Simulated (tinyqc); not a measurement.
Strain-driven crossing of the Gamma and L valleys in a germanium-like crystal alloyed with tin: one step. The strain tensor for a uniaxial [100] load.

Biaxial loads: e0 is the in-plane strain e_par and the normal is free. (001): e_perp = -2 (C12/C11) e_par; exx = eyy = e_par, ezz = e_perp, no shear. (111): e_perp = -(2 C11 + 4 C12 - 4 C44)/(C11 + 2 C12 + 4 C44) e_par; exx = eyy = ezz = (2 e_par + e_perp)/3 and exy = eyz = ezx = (e_perp - e_par)/3. (110): e_perp = -(C11 + 3 C12 - 2 C44)/(C11 + C12 + 2 C44) e_par; exx = eyy = (e_par + e_perp)/2, ezz = e_par, exy = (e_perp - e_par)/2, eyz = ezx = 0. Uniaxial loads: a stress along n, scaled so that n.e.n = e0, with exx = s11 sxx + s12 (syy + szz), exy = s44 sxy/2, s11 = (C11 + C12)/((C11 - C12)(C11 + 2 C12)), s12 = -C12/((C11 - C12)(C11 + 2 C12)), s44 = 1/C44.

Parameters, chosen for this exercise (near those of Ge, gaps at low temperature; the results hold for these values, not for the real material):

| symbol | value | unit | meaning |
|---|---|---|---|
| C11 | 128 | GPa |  |
| C12 | 47.5 | GPa |  |
| C44 | 67.1 | GPa |  |
| load | uniaxial [100] |  | kind of strain |
| e0 | -0.0295 |  | size of the strain |

Problem. Form the tensor and its trace.

Give: strain tensor in the cubic axes; tr(e).

Solution.

strain tensor in the cubic axes:
```
           x         y         z
x  -0.029500  0.000000  0.000000
y   0.000000  0.007984  0.000000
z   0.000000  0.000000  0.007984
```

tr(e) = -0.013531

tinyqc: `OMP_NUM_THREADS=1 python tinyqc.py 1080877 1080878 out.jsonl`; about 0.01 s, one thread, shared Intel(R) Xeon(R) Processor @ 2.30GHz.
